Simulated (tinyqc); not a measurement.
AlGaN/GaN HEMT with access regions, lumped model: effect of the barrier thickness.

A polarisation-induced electron sheet under a Schottky gate, in series with two ungated access regions and contacts. Drift law v = mu E/(1 + mu E/vs) under the gate. Currents in mA/mm, resistances in ohm mm. No self-heating, no channel-length modulation; fits for polarisation, barrier and offset are chosen for the exercise.

sigma = (5e13 x + 1.6e13 x^2) cm^-2, phiB = 0.84 + 1.3 x, dEc = 0.7 (1.71 x + x^2) in volts, Cb = eps0 eps_r/d, VT = phiB - dEc - q sigma/Cb, access density n0 = -Cb VT/q. Access resistance R(L, n) = L/(q mu n sqrt(1 - (I/(q n vs))^2)); Rs = Rc + R(Ls, n0), Rd = Rc + R(Ld, (1 - ft) n0). Vg' = Vg - I Rs, Vd' = Vd - I (Rs + Rd); with u = Vg' - VT, Vc = vs Lg/mu and w the smaller of Vd' and Vc [sqrt(1 + 2 u/Vc) - 1] (0 if negative), the channel gives (mu Cb/Lg)(u w - w^2/2)/(1 + w/Vc). I equals that channel current. Isat is I at Vd = 10 V, gm = dIsat/dVg, Ron the limit of Vd/I at small Vd.

Inputs (values chosen for the exercise); values close to those of AlGaN/GaN structures:
```
symbol,value,unit,meaning
x,0.22,,aluminium share of the barrier
eps_r,9.3,,relative permittivity of barrier and channel
mu,1300,cm^2/(V s),channel mobility
vs,1.3e7,cm/s,saturation velocity
Lg,0.25,um,gate length
Ls,1.5,um,source access length
Ld,16,um,drain access length
Rc,0.25,ohm mm,resistance of each contact
ft,0,,share of the drain-access electrons removed by traps
Vg,-0.5,V,gate voltage
```

Constants: q = 1.602176634e-19 C, eps0 = 8.8541878128e-14 F/cm where lengths are in cm. Results are converted to the units shown.

Result of one run:

| d (nm) | VT (V) | n0 (cm^-2) | Ron (ohm mm) | Isat (mA/mm) | gm (mS/mm) |
|---|---|---|---|---|---|
| 14 | -2.379 | 8.732e12 | 10.30 | 532.4 | 327.3 |

What becomes of these results when the barrier thickness d is changed from 14 to 33 nm, all else the same?

Result of the changed run:

| d (nm) | VT (V) | n0 (cm^-2) | Ron (ohm mm) | Isat (mA/mm) | gm (mS/mm) |
|---|---|---|---|---|---|
| 33 | -6.731 | 1.048e13 | 8.638 | 1006 | 18.00 |

The whole series:

| d (nm) | VT (V) | n0 (cm^-2) | Ron (ohm mm) | Isat (mA/mm) | gm (mS/mm) |
|---|---|---|---|---|---|
| 8 | -1.004 | 6.450e12 | 13.90 | 132.7 | 336.8 |
| 11 | -1.691 | 7.902e12 | 11.35 | 347.8 | 349.5 |
| 14 | -2.379 | 8.732e12 | 10.30 | 532.4 | 327.3 |
| 18 | -3.295 | 9.408e12 | 9.581 | 729.8 | 291.9 |
| 22 | -4.211 | 9.838e12 | 9.179 | 884.8 | 260.3 |
| 27 | -5.357 | 1.020e13 | 8.870 | 969.2 | 41.08 |
| 33 | -6.731 | 1.048e13 | 8.638 | 1006 | 18.00 |

As d goes from 8 to 33 nm, Ron falls from 13.9 to 8.64 ohm mm, Isat rises from 133 to 1010 mA/mm and gm goes from 337 through a maximum of 349 (at d = 11 nm among the rows listed) to 18.0 mS/mm. VT falls from -1.00 to -6.73 V. For d = 14 to 33 nm the power passes 5 W/mm, where self-heating, left out here, lowers the current. For d = 27 to 33 nm the gated channel is not yet saturated at 10 V, because the access regions take the voltage, and gm drops.

Computed by the program tinyqc: `OMP_NUM_THREADS=1 python tinyqc.py 2570001 2570002 out.jsonl`, one thread of a shared Intel Xeon 2.30GHz, about 0.02 s for the whole run.
